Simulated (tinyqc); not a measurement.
Two-band k.p model of the Delta valleys near the X point under shear strain: sweeps and comparisons. A value that a table varies takes the place of the one given here.

Valley pair on the [001] axis, kz counted from the X point, c = hbar^2/2m0, k0 = kx0 2 pi/a. H = (c kz^2/ml + c (kx^2 + ky^2)/mt + c k0^2/ml) 1 + (2 c k0 kz/ml) sigma_z + (D exy - 2 c kx ky/Mp) sigma_x, so E = c kz^2/ml + c (kx^2 + ky^2)/mt + c k0^2/ml -/+ sqrt((2 c k0 kz/ml)^2 + (D exy - 2 c kx ky/Mp)^2). Without strain the lower band has its minima, E = 0, at kz = +/- k0. Shifts from diagonal strain are left out.

For |eta| < 1: k_min = k0 sqrt(1 - eta^2), E_min = -Delta eta^2/2, ml(eta) = ml/(1 - eta^2), 1/m[110] = 1/mt + eta/Mp, 1/m[1-10] = 1/mt - eta/Mp. For |eta| > 1 the minimum sits at X: E_min = -Delta (2 |eta| - 1)/2, ml(eta) = ml/(1 - 1/|eta|), and eta is replaced by its sign in the transverse masses. Here Delta = 2 c k0^2/ml and eta = D exy/Delta.

s11 = (C11 + C12)/((C11 - C12)(C11 + 2 C12)), s12 = -C12/((C11 - C12)(C11 + 2 C12)), s44 = 1/C44; exx = s11 sxx + s12 (syy + szz) and cyclic, exy = s44 sxy/2; tension is positive. A uniaxial stress X along the unit vector n is s_ij = X n_i n_j.

Constants: hbar^2/2m0 = 3.80998211 eV angstrom^2; kB = 8.617333262e-05 eV/K.

Values chosen for the exercise (near those of Si; the results hold for these values, not for the real material): a = 5.447 angstrom (lattice constant); ml = 0.92 m0 (longitudinal mass); mt = 0.19 m0 (transverse mass); kx0 = 0.149 2 pi/a (distance of the minimum from X); D = 15 eV (shear deformation potential); Mp = 0.229 m0 (coupling mass); C11 = 163.6 GPa; C12 = 64.1 GPa; C44 = 79.3 GPa; Xu = 9.6 eV (uniaxial potential); T = 200 K (temperature); exy = -0.0037 (shear strain).

## Sweep of the shear strain

Delta = 2 c k0^2/ml, eta = D exy/Delta.

The minimum:
```
exy,eta,k_min/k0,E_min (meV),ml(eta),m[110],m[1-10],density-of-states mass
0.0000,0.000,1.000,0.0,0.920,0.1900,0.1900,0.321
0.0016,0.098,0.995,-1.2,0.929,0.1757,0.2068,0.323
0.0041,0.251,0.968,-7.7,0.982,0.1572,0.2401,0.333
0.0082,0.503,0.864,-30.9,1.231,0.1341,0.3260,0.378
0.0122,0.748,0.664,-68.4,2.088,0.1172,0.5007,0.497
0.0147,0.901,0.433,-99.4,4.898,0.1087,0.7532,0.737
0.0196,1.202,0.000,-171.7,5.483,0.1038,1.1156,0.860
0.0261,1.600,0.000,-269.2,2.453,0.1038,1.1156,0.657
```

The valleys reach X at eta = 1, that is exy = 0.0163. The shift is quadratic up to eta = 1 (-7.7 meV at eta = 0.25, -30.9 meV at 0.50) and linear beyond, while 1/m[110] rises linearly, taking m[110] from 0.190 to its floor 0.1038, a gain of 83 % in 1/m. ml(eta) diverges at eta = 1; the largest value listed is 5.48. A deformation-potential model with fixed masses misses all of this.

## Tension along [110]: repopulation and mass change

The z valleys move against the x and y valleys by Xu (ezz - exx) and, through the shear, by E_min. Share of the z valleys n = w/(w + 2 exp(dE/kT)), dE the total relative shift, w = sqrt(ml(eta) m[110] m[1-10]/(ml mt^2)). Along [110]: 1/m_c = n/m[110] + (1 - n)(1/ml + 1/mt)/2. Fixed masses means E_min = 0, w = 1, m[110] = mt. Gains are against 3/(1/ml + 2/mt) at a fixed scattering time.

Results:
```
X (GPa),Xu (ezz - exx) (meV),E_min (meV),m[110],m_c fixed masses,m_c with shear,gain fixed (%),gain with shear (%)
0.00,0.0,0.0,0.1900,0.2583,0.2583,0.0,0.0
0.25,-12.1,-0.3,0.1827,0.2368,0.2305,9.1,12.1
0.50,-24.1,-1.1,0.1759,0.2187,0.2042,18.1,26.5
1.00,-48.2,-4.6,0.1637,0.1985,0.1705,30.1,51.5
1.50,-72.4,-10.3,0.1532,0.1922,0.1544,34.4,67.4
2.00,-96.5,-18.3,0.1439,0.1906,0.1440,35.6,79.3
3.00,-144.7,-41.1,0.1283,0.1900,0.1283,35.9,101.4
```

At 1 GPa repopulation alone gives 30.1 % and the shear terms raise it to 51.5 %. From 2 to 3 GPa the fixed-mass gain grows by 0.4 points, towards its ceiling of 36.0 % when all electrons sit in the z valleys, whereas the gain with shear grows by 22.0 points because m[110] keeps falling.

## What each parameter does

Delta = 2 c k0^2/ml, eta = D exy/Delta. Each row changes one parameter from the base and keeps the others.

Results:
```
case,eta,E_min (meV),ml(eta) (m0),m[110] (m0),m[1-10] (m0)
base,-0.2268,-6.29,0.9699,0.2340,0.1599
ml = 0.8556 m0,-0.2110,-5.85,0.8954,0.2303,0.1617
mt = 0.1767 m0,-0.2268,-6.29,0.9699,0.2142,0.1504
kx0 = 0.15943 2 pi/a,-0.1981,-5.50,0.9576,0.2274,0.1632
D = 16.05 eV,-0.2427,-7.21,0.9776,0.2379,0.1582
Mp = 0.21297 m0,-0.2268,-6.29,0.9699,0.2382,0.1580
exy = -0.00344,-0.2109,-5.44,0.9628,0.2303,0.1617
```

The largest shifts from the base row, up to three for each result and ties (the steps differ in size, so this ranks the rows, not the parameters). eta: kx0 +0.0287, exy +0.0159, ml +0.0159, D -0.0159; unchanged at the printed digits by mt and Mp. E_min (meV): D -0.91, exy +0.85, kx0 +0.80; unchanged at the printed digits by mt and Mp. ml(eta) (m0): ml -0.0745, kx0 -0.0123, D +0.0077; unchanged at the printed digits by mt and Mp. m[110] (m0): mt -0.0199, kx0 -0.0067, Mp +0.0042. m[1-10] (m0): mt -0.0095, kx0 +0.0033, Mp -0.0019.

tinyqc: `OMP_NUM_THREADS=1 python tinyqc.py 1051261 1051262 out.jsonl`; about 0.01 s, one thread, shared Intel(R) Xeon(R) Processor @ 2.30GHz.
